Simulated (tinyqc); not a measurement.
Length offset and series resistance from crossing lines.

Problem. R_total = Rs + k (L - dL)/Vo with constant Rs, dL and k. Find k, dL and Rs.

R_total at (L, Vo) = (50, 0.33), (100, 0.33), (50, 0.84) and (100, 0.84), L in nm and Vo in V (ohm um): 621.63636  1167.0909  311  525.28571

Solution. At each overdrive R is a straight line in L with slope k/Vo; the two lines cross at L = dL, R = Rs.

k = 3.600 ohm um V/nm
dL = 3.100 nm
Rs = 110.0 ohm um

Computed by the program tinyqc: `OMP_NUM_THREADS=1 python tinyqc.py 2282077 2282078 out.jsonl`, one thread of a shared Intel Xeon 2.30GHz, about 0.03 s for the whole run.
